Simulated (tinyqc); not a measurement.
What moves the results: Brillouin zone and empty-lattice bands of the bcc structure. A value that a table varies takes the place of the one given here.

Primitive vectors a (-1/2,1/2,1/2), a (1/2,-1/2,1/2), a (1/2,1/2,-1/2); one atom. Reciprocal vectors obey a_i.b_j = 2 pi delta_ij; k is given in units of 2 pi/a. Empty-lattice levels are c0 (2 pi/a)^2 |k + G|^2, c0 = hbar^2/2m0. Points: H = (1, 0, 0), N = (0.5, 0.5, 0), P = (0.5, 0.5, 0.5).

Constants: hbar^2/2m0 = 3.80998211 eV angstrom^2.

Parameters, chosen for this exercise (out of a larger set: lattice near that of Mo; not measured data): a = 3.178 angstrom (lattice constant).

## Electron counts at which the sphere reaches the zone

Z = V kF^3/(3 pi^2), V the volume of the primitive cell, with kF = |k| of each point.

Results:
```
point  |k| (2 pi/a)  Z per atom  EF there (eV)
H            1.0000       4.189         14.893
N            0.7071       1.481          7.446
P            0.8660       2.721         11.170
```

The sphere first touches the zone at N, for Z = 1.481, and covers it at H, for Z = 4.189, while the zone itself holds 2 electrons per atom. These counts do not depend on a. First contact at 1.36 (fcc) and 1.48 (bcc) is the free-electron argument for the Hume-Rothery limits of brasses.

## Empty-lattice bands from Gamma to H

k = f x H; the eight lowest levels, degenerate ones repeated.

Levels (eV):
```
f          1      2      3      4      5      6      7      8
0.000   0.00  29.79  29.79  29.79  29.79  29.79  29.79  29.79
0.167   0.41  25.23  25.23  25.23  25.23  30.20  30.20  30.20
0.333   1.65  21.51  21.51  21.51  21.51  31.44  31.44  31.44
0.500   3.72  18.62  18.62  18.62  18.62  33.51  33.51  33.51
0.667   6.62  16.55  16.55  16.55  16.55  26.48  36.40  36.40
0.833  10.34  15.31  15.31  15.31  15.31  20.27  40.13  40.13
1.000  14.89  14.89  14.89  14.89  14.89  14.89  44.68  44.68
```

Band 1 is the parabola f^2 x 14.89 eV. The next levels start from the first shell of G at 29.79 eV; a branch falls at first if its G has a component against k, and branches cross. The second level ends at 14.89 eV and meets band 1 at the zone surface.

Program tinyqc; command `OMP_NUM_THREADS=1 python tinyqc.py 1880209 1880210 out.jsonl`; about 0.01 s on one thread of a shared Intel(R) Xeon(R) Processor @ 2.30GHz.
